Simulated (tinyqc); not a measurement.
Inside a calculation: inversion layer as a triangular well, valleys of the Ge type. Values are carried at full precision from step to step, so a last printed digit may differ when a step is redone from the rounded ones.

Four ellipsoidal valleys (eight halves) with their long axes along <111>, mass ml along the axis and mt across it. For a valley whose axis makes the angle theta with the surface normal, 1/m_z = cos^2(theta)/ml + sin^2(theta)/mt sets the confinement; in the plane the masses are m_1 = mt and m_2 = ml mt/m_z, and m_d = sqrt(m_1 m_2). The Gamma and Delta valleys are left out; the heavy Delta valleys, about 0.18 eV up, can lie lowest under strong confinement.

Constants: e^2/(4 pi eps0) = 14.39964547 eV angstrom; hbar^2/2m0 = 3.80998211 eV angstrom^2; kB = 8.617333262e-05 eV/K.

Values chosen for the exercise (near those of Ge; shifted at random, so the results belong to these values and not to a real crystal): ml = 1.585 m0 (longitudinal mass); mt = 0.081 m0 (transverse mass); face = 100 (surface); eps = 15.8 (dielectric constant); Ns = 12 x 1e12/cm^2 (electron sheet density); Nd = 0.38 x 1e12/cm^2 (depletion charge); eta = 0.75 (share of Ns in the effective field); T = 400 K (temperature); tox = 14 angstrom (SiO2-equivalent oxide thickness).

## Valley masses on the (100) face

Group the valleys by their angle to the normal, heaviest m_z first.

Valleys (masses in m0):

| valleys g | cos^2(theta) | m_z | m_1 | m_2 | m_d |
|---|---|---|---|---|---|
| 4 | 0.3333 | 0.1185 | 0.0810 | 1.0837 | 0.2963 |

All valleys are equivalent on this face.

## Effective field

The field is taken as constant, e F = 4 pi (e^2/4 pi eps0)(Nd + eta Ns)/eps, with 1e12/cm^2 = 1e-4/angstrom^2, and the oxide as a hard wall at z = 0; c = hbar^2/2m0.

Find e F, and F in MV/cm (1 MV/cm = 0.01 V/angstrom).

e F = 0.0107426 eV/angstrom
F = 1.0743 MV/cm

## Subband ladders

Level j of a valley lies at E_j = a_j (c (e F)^2/m_z)^(1/3) above the band edge at the surface, with the Airy zeros a_j = 2.338107, 4.087949, 5.520560, 6.786708, 7.944134, 9.022651, 10.040174, 11.008524, 11.936016, 12.828777, and has <z> = 2 E_j/(3 e F).

The ten lowest levels of all groups of valleys together, j = 0, 1, ..., c = hbar^2/2m0; primes mark the groups with lighter m_z.

Subbands:

| label | valleys g | m_d (m0) | E (eV) | <z> (angstrom) |
|---|---|---|---|---|
| 0 | 4 | 0.2963 | 0.3620 | 22.46 |
| 1 | 4 | 0.2963 | 0.6329 | 39.28 |
| 2 | 4 | 0.2963 | 0.8547 | 53.04 |
| 3 | 4 | 0.2963 | 1.0507 | 65.21 |
| 4 | 4 | 0.2963 | 1.2299 | 76.33 |
| 5 | 4 | 0.2963 | 1.3969 | 86.69 |
| 6 | 4 | 0.2963 | 1.5545 | 96.47 |
| 7 | 4 | 0.2963 | 1.7044 | 105.77 |
| 8 | 4 | 0.2963 | 1.8480 | 114.68 |
| 9 | 4 | 0.2963 | 1.9862 | 123.26 |

The second subband is 1, 270.9 meV above the first. Levels above about 0.5 eV lie beyond parabolic valleys.

## Fermi level and populations

Subband i holds n_i = g m_d/(2 pi c) kB T ln(1 + exp((EF - E_i)/kB T)) (spin included), and EF is fixed by sum n_i = Ns over the levels listed or, where none are listed, over j = 0 to 9 of each group; 1e12/cm^2 = 1e-4/angstrom^2.

Solve for EF; c = hbar^2/2m0. The mean distance is sum n_i <z>_i/Ns.

EF = 0.3627 eV

Populations:

| label | (EF - E)/kB T | n (1e12/cm^2) | share (%) |
|---|---|---|---|
| 0 | 0.02 | 11.993 | 99.9 |
| 1 | -7.84 | 0.007 | 0.1 |
| 2 | -14.28 | 0.000 | 0.0 |
| 3 | -19.96 | 0.000 | 0.0 |
| 4 | -25.16 | 0.000 | 0.0 |
| 5 | -30.01 | 0.000 | 0.0 |
| 6 | -34.58 | 0.000 | 0.0 |
| 7 | -38.93 | 0.000 | 0.0 |
| 8 | -43.09 | 0.000 | 0.0 |
| 9 | -47.10 | 0.000 | 0.0 |

mean distance from the surface = 22.47 angstrom

The lowest subband holds 99.9 % of the electrons and is partly degenerate (EF within a few kB T of its edge).

## Effect on the gate capacitance

The charge sits at the mean distance <z> from the surface, which adds (3.9/eps) <z> to the oxide thickness; C/Cox = tox/(tox + 3.9 <z>/eps). The density-of-states term is left out.

added thickness = 5.55 angstrom
C/Cox = 0.716

## Checks

- Lowest level by finite differences against the Airy formula, eV: both 0.3620.

Program tinyqc; command `OMP_NUM_THREADS=1 python tinyqc.py 1280855 1280856 out.jsonl`; about 0.01 s on one thread of a shared Intel(R) Xeon(R) Processor @ 2.30GHz.
